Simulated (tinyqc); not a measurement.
Square on-chip spiral inductor, lumped pi model: one step of the calculation.

Outer diameter do = di + 2 n wd + 2 (n - 1) sp, mean da = (do + di)/2, fill p = (do - di)/(do + di), length l = 4 n da. L = 2.34 mu0 n^2 da/(1 + 2.75 p), mu0 = 4 pi 1e-7 H/m. Rs = rho l/(wd delta (1 - exp(-th/delta))), delta = sqrt(rho/(pi f mu0)). Cs = n wd^2 eps0 eo/hu across the coil. At each end Cox = l wd eps0 eo/(2 ho) leads to the substrate branch Rsi = 2 rs he/(l wd) in parallel with Csi = l wd eps0 11.7/(2 he). With one end grounded Y = 1/(Rs + i w L) + i w Cs + 1/[1/(i w Cox) + 1/(1/Rsi + i w Csi)], w = 2 pi f; Q = -Im Y/Re Y. Eddy currents in neighbouring turns and in the substrate are left out.

Task. Geometry and model elements. do, l, L, delta, Rs, Cs, Cox, Rsi and Csi as defined.

Values chosen for this exercise; values of the order met in silicon radio-frequency processes: number of turns n = 6.5; line width wd = 10 um; space between turns sp = 2 um; inner diameter di = 40 um; metal thickness th = 3 um; metal resistivity rho = 1.9 uohm cm; oxide below the coil ho = 6.8 um; oxide between coil and underpass hu = 1 um; relative permittivity of the oxide eo = 3.9; substrate resistivity rs = 20 ohm cm; effective spreading depth in the substrate he = 50 um; frequency f = 7.4 GHz.

Constants: eps0 = 8.8541878128e-12 F/m. Results are converted to the units shown.

Give: do; l; L; delta; Rs; Cs; Cox; Rsi; Csi.

Result.

do = 192.0 um
l = 3016 um
L = 5.144 nH
delta = 0.8065 um
Rs = 7.282 ohm
Cs = 22.45 fF
Cox = 76.58 fF
Rsi = 663.1 ohm
Csi = 31.24 fF

Computed by the program tinyqc: `OMP_NUM_THREADS=1 python tinyqc.py 2302089 2302090 out.jsonl`, one thread of a shared Intel Xeon 2.30GHz, about 0.01 s for the whole run.
